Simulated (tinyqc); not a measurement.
Changing the test temperature T: electromigration in a confined line: Blech product, Korhonen stress evolution and Black's law. Computed by tinyqc, a small Python program. Command: `OMP_NUM_THREADS=1 python tinyqc.py 3010597 3010598 out.jsonl emigr sweep`. One thread of a shared host (Intel(R) Xeon(R) Processor @ 2.30GHz), about 0.01 s of CPU time with the checks.

The electron wind pushes atoms from the cathode (x = 0) to the anode (x = L); blocking ends build a back stress (tension positive). The input rho is taken not to change with temperature. d sigma/dt = d/dx [kappa (d sigma/dx + G)], with zero flux at both ends and sigma = sigma_0 at t = 0.

Inputs (values chosen for the exercise, close to those used for copper lines): resistivity rho = 3.3 micro-ohm cm; atomic volume Omega = 11.8 angstrom^3; effective charge number Z* = 2; prefactor D0 = 1.1e-08 m^2/s; activation energy E = 0.87 eV; effective modulus B = 18 GPa; critical stress sigma_c = 82 MPa; initial stress sigma_0 = 23 MPa; current density j = 2.2 MA/cm^2; line length L = 140 um; use temperature T_u = 105 C; use current density j_u = 0.6 MA/cm^2; current exponent n = 1.2.

Start: thermal stress.

Constants: e = 1.602176634e-19 C; k_B = 8.617333262e-05 eV/K; k_B = 1.380649e-23 J/K.

Method:
- G = Z* e rho j/Omega; D = D0 exp(-E/(k_B T)); kappa = D B Omega/(k_B T); drift velocity of an unconfined line v = D Z* e rho j/(k_B T). SI: 1 micro-ohm cm = 1e-8 ohm m, 1 MA/cm^2 = 1e10 A/m^2.
- Temperatures in kelvin are T(C) + 273.15.
- At steady state sigma(x) = sigma_0 + G (L/2 - x). A void forms only if the cathode stress reaches sigma_c, that is if j L exceeds (j L)_c = 2 Omega (sigma_c - sigma_0)/(Z* e rho). Time scale tau = L^2/kappa.
- Median life t50 = A j^(-n) exp(E/(k_B T)); acceleration factor = t50(use)/t50(test) = (j/j_u)^n exp[(E/k_B)(1/T_u - 1/T)].

One run for each value:
```
test temperature T (C)     tau (h)  drift velocity (nm/h)  acceleration factor  critical product (j L)_c (A/cm)
150                     3.1319e+05             6.8544e-02           8.1318e+01                           1316.8
175                     8.7641e+04             2.4495e-01           3.0777e+02                           1316.8
200                     2.8141e+04             7.6286e-01           1.0120e+03                           1316.8
225                     1.0154e+04             2.1142e+00           2.9528e+03                           1316.8
250                     4.0484e+03             5.3027e+00           7.7776e+03                           1316.8
275                     1.7592e+03             1.2203e+01           1.8754e+04                           1316.8
300                     8.2371e+02             2.6062e+01           4.1879e+04                           1316.8
325                     4.1170e+02             5.2143e+01           8.7445e+04                           1316.8
350                     2.1791e+02             9.8514e+01           1.7211e+05                           1316.8
```

What does the table show, and why?

Over the rows, tau (h) falls from 313000 to 218; drift velocity (nm/h) rises from 0.0685 to 98.5. With rho, Z* and sigma_c held fixed the critical product does not depend on temperature; only the clock does.
